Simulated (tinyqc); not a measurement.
Sheet resistance of a shallow doped layer with concentration-dependent mobility and limited activation: one step, computed by the program tinyqc. Command: `OMP_NUM_THREADS=1 python tinyqc.py 3009277 3009278 out.jsonl irvin walk`. One thread of a shared host (Intel(R) Xeon(R) Processor @ 2.30GHz), about 0.01 s of CPU time with the checks.

A layer of one dopant lies in a background of the opposite type. Current flows parallel to the surface down to the junction; depletion is ignored.

Task: Local values. C(x) = C_s erfc(x/l). Active density N = min(C, C_a); carriers n = N - C_B; mobility mu = mu_min + (mu_max - mu_min)/(1 + ((N + C_B)/N_r)^alpha). Conductivity e n mu. Depths are 0, 0.2, 0.4, 0.6, 0.8 and 0.95 of x_j.

Inputs (values chosen for the exercise, modelled on arsenic in silicon):
```
quantity                      value        unit
surface concentration C_s   1.3e+20      1/cm^3
length l                        140          nm
background C_B              2.4e+18      1/cm^3
mobility floor mu_min          50.5  cm^2/(V s)
mobility mu_max                1410  cm^2/(V s)
reference density N_r      1.05e+17      1/cm^3
exponent alpha                0.665           -
anneal temperature T            900           C
```

Profile: erfc.

junction depth x_j = 233.2548 nm

active limit C_a = 2.234128e+20 1/cm^3

Constants: e = 1.602176634e-19 C.

Give: Along the depth.

Result:

Along the depth:
```
x (nm)  C (1/cm^3)  N (1/cm^3)  mu (cm^2/(V s))  conductivity (S/cm)
0.0      1.300e+20   1.300e+20             62.2                 1271
46.7     8.287e+19   8.287e+19             66.1                  852
93.3     4.497e+19   4.497e+19             73.5                  501
140.0    2.047e+19   2.047e+19             87.4                  253
186.6    7.726e+18   7.726e+18            112.7                   96
221.6    3.275e+18   3.275e+18            139.9                   20
```
